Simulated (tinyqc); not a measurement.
Inside a calculation: Bethe-Salpeter matrix of a two-band chain (Tamm-Dancoff form). Values are carried at full precision from step to step, so a last printed digit may differ when a step is redone from the rounded ones.

One valence and one conduction band, lattice period 1, mesh k = 2 pi j/N. Pair energies D(k) = Eg + 2 t sum(1 - cos k), t = tc + tv. Screened attraction W(R) = U at R = 0 and V/|R| otherwise, R over the N cells with the nearest image; W(q) = sum_R W(R) cos(q R). H(k, k') = D(k) delta - W(k - k')/Nk + 2 J/Nk for singlets (J = 0 for triplets), Nk the number of k points. With a constant transition dipole the strength of a state is f = (sum_k A_k)^2/Nk, and the f sum to 1.

Values chosen for the exercise:
- Eg = 3.2 eV (quasiparticle gap)
- tc = 0.94 eV (conduction hopping)
- tv = 0.25 eV (valence hopping)
- U = 0.92 eV (attraction in the same cell)
- V = 0.41 eV (attraction at one cell distance)
- J = 0.14 eV (exchange in the same cell)
- N = 7 (k points along each axis)

## Pair energies and the kernel

List D(k), W(R) and W(q) on the mesh.

Mesh values (eV):
```
index j  D(k_j)  W(R = j)  W(q_j)
j0       3.2000    0.9200  2.4233
j1       4.0961    0.4100  1.0938
j2       6.1096    0.2050  0.5386
j3       7.7243    0.1367  0.3760
j4       7.7243    0.1367  0.3760
j5       6.1096    0.2050  0.5386
j6       4.0961    0.4100  1.0938
```

## The singlet matrix

Fill in H.

H (eV), rows j0, j1, j2, j3, j4, j5, j6 and columns alike:
```
[[2.8938, -0.1163, -0.0369, -0.0137, -0.0137, -0.0369, -0.1163],
 [-0.1163, 3.7899, -0.1163, -0.0369, -0.0137, -0.0137, -0.0369],
 [-0.0369, -0.1163, 5.8034, -0.1163, -0.0369, -0.0137, -0.0137],
 [-0.0137, -0.0369, -0.1163, 7.4181, -0.1163, -0.0369, -0.0137],
 [-0.0137, -0.0137, -0.0369, -0.1163, 7.4181, -0.1163, -0.0369],
 [-0.0369, -0.0137, -0.0137, -0.0369, -0.1163, 5.8034, -0.1163],
 [-0.1163, -0.0369, -0.0137, -0.0137, -0.0369, -0.1163, 3.7899]]
```

## Exciton levels and strengths

Diagonalise. For the lowest state give the amplitudes A_k (norm 1, largest positive) and f = (sum_k A_k)^2/Nk, Nk the size of the matrix.

levels (eV): [2.8613, 3.7756, 3.8214, 5.7839, 5.8188, 7.3177, 7.5381]

amplitudes of the lowest state: j0 0.982, j1 0.131, j2 0.018, j3 0.005, j4 0.005, j5 0.018, j6 0.131

f of the lowest state = 0.238

The lowest state lies 0.3387 eV below the gap Eg = 3.2 eV and holds 24 % of the strength, against 14 % for one free pair. On a fine mesh the triplet and singlet bindings are 0.3695 and 0.2872 eV.

## Spectrum with and without the kernel

Distinct levels with their degeneracy and summed f, for singlets, beside the sorted triplet levels and free pairs.

Singlets:
```
E (eV)  degeneracy       f
2.8613           1  0.2383
3.7756           1  0.2438
3.8214           1  0.0000
5.7839           1  0.2946
5.8188           1  0.0000
7.3177           1  0.2232
7.5381           1  0.0000
```

triplet levels (eV): [2.7862, 3.7087, 3.8214, 5.7030, 5.8188, 7.2604, 7.5381]

free pairs (eV): [3.2000, 4.0961, 4.0961, 6.1096, 6.1096, 7.7243, 7.7243]

3 of the 7 singlets are dark; those whose amplitude vanishes at R = 0 also feel neither U nor J. The lowest singlet lies 0.0750 eV above the lowest triplet; first order gives 2 J f = 0.0837 eV with the f of the triplet envelope. The centre of the spectrum, sum f E = 4.9400 eV, equals mean D - U + 2J = 4.9400 eV.

## Checks

- Levels from the matrix in the electron-hole distance R against those in k: they agree to 1e-10 or better.

(tinyqc, `OMP_NUM_THREADS=1 python tinyqc.py 1282320 1282321 out.jsonl`, Intel(R) Xeon(R) Processor @ 2.30GHz, 1 thread, shared host, about 0.1 s.)
